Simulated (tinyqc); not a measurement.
Inside a calculation: k.p values derived from sp3s* tight binding at Gamma. Values are carried at full precision from step to step, so a last printed digit may differ when a step is redone from the rounded ones.

At Gamma the states are two-level mixtures: s-like S+ (upper) and S- (lower) from [[Esa, Vss], [Vss, Esc]], p-like P- (valence) and P+ from [[Epa, Vxx], [Vxx, Epc]], and the bare s* levels. With real k in 1/angstrom and kz = 0, the phase sums over the four bonds are g0 = 1 - (a k/4)^2/2, g1 = i a kx/4, g3 = -(a/4)^2 kx ky to second order. Each mixture is written (anion, cation) with the anion part positive. c = hbar^2/2m0. No spin-orbit coupling.

Constants: hbar^2/2m0 = 3.80998211 eV angstrom^2.

Inputs chosen for the exercise (near a published set for GaSb, fitted to gaps, whose masses and valley positions are rough; not measured data):
- Esa = -7.271 eV (s level of the anion)
- Esc = -3.879 eV (s level of the cation)
- Epa = 0.853 eV (p level of the anion)
- Epc = 2.9 eV (p level of the cation)
- Vss = -6.21 eV (s-s)
- Vxx = 1.582 eV (px-px)
- a = 6.097 angstrom (lattice constant)
- Vsapc = 4.978 eV (s anion, p cation)
- Vscpa = 4.65 eV (s cation, p anion)
- Vxapc = 5.018 eV (s* anion, p cation)
- Vpaxc = 4.22 eV (p anion, s* cation)
- Exa = 6.592 eV (s* level of the anion)
- Exc = 6.007 eV (s* level of the cation)
- Vxy = 4.17 eV (px-py)

## States at Gamma

Solve the two blocks.

States:

| state | E (eV) | anion part | cation part |
|---|---|---|---|
| S- | -12.01243 | 0.794814 | 0.606853 |
| P- | -0.00772 | 0.878407 | -0.477914 |
| S+ | 0.86243 | 0.606853 | -0.794814 |
| P+ | 3.76072 | 0.477914 | 0.878407 |

## Linear terms and the Kane energy

<s state|dH/dkx|x state> = i P with P = (a/4)(sa pc Vsapc + sc pa Vscpa), sa, sc and pa, pc being the parts of the two states; for s* on the anion P = (a/4) pc Vxapc, on the cation (a/4) pa Vpaxc. Ep = P^2/c for S+ to P-.

Couplings:

| pair | P (eV angstrom) | E(first) - E(second) (eV) |
|---|---|---|
| S+ to P- | -7.14908 | 0.87015 |
| S+ to P+ | 1.35243 | -2.89829 |
| S- to P- | 0.89601 | -12.00471 |
| s*a to P- | -3.65541 | 6.59972 |
| s*c to P- | 5.65021 | 6.01472 |

Ep = 13.415 eV

The two terms of S+ to P- have the same sign and add: S+ and P- both change sign from anion to cation. An on-site momentum element between s and p, which real atoms have, is absent from this model.

## Electron mass

m0/m = [<S+|d2H/dkx^2|S+>/2 + sum P^2/(E(S+) - E(P))]/c over P- and P+, with the direct term -(a/4)^2 sa sc Vss.

parts of m0/m: direct -1.827, from P- 15.416, from P+ -0.166

mass = 0.0745 m0

The valence band supplies 115 % of m0/m; the direct term, which stands in for the free-electron 1, is -1.83. Sets of this kind were fitted to gaps and often give too heavy a mass, by up to a factor of two.

## Valence parameters L, M, N and the Luttinger values

Direct terms d0 = -(a/4)^2 pa pc Vxx, dN = -2 (a/4)^2 pa pc Vxy for P-. F = sum P^2/(E(P-) - E(s)) over S+, S-, s*a, s*c. The y state of P- couples to the z state of P+ through Q = (a/4) Vxy (pa p'c - pc p'a), primes for P+, and H1 = Q^2/(E(P-) - E(P+)). L = d0 + F, M = d0 + H1, N = dN + F + H1; g1 = -(L + 2M)/(3c), g2 = -(L - M)/(6c), g3 = -N/(6c).

d0, dN, F, Q, H1 (eV angstrom^2; Q in eV angstrom): 1.5430  8.1344  -66.0019  6.3561  -10.7207

L, M, N (eV angstrom^2): -64.459  -9.178  -68.588

g1, g2, g3: 7.245  2.418  3.000

Along [100] the masses without spin-orbit coupling are c/|L| = 0.059 (one band) and c/|M| = 0.415 (two bands).

## Checks

- Electron mass against a finite difference of the full bands: 0.07449 against 0.07450.
- L and M against finite differences along [100]: largest relative difference 6.2e-05.
- Lowest curvature along [111], (L + 2M + 2N)/3, against a finite difference: -73.330 against -73.326.

Computed by tinyqc, a small Python program: `OMP_NUM_THREADS=1 python tinyqc.py 1482141 1482142 out.jsonl` (the numbers bound the seed that draws the inputs); one thread of a shared host (Intel(R) Xeon(R) Processor @ 2.30GHz), about 0.01 s for the whole set of steps.
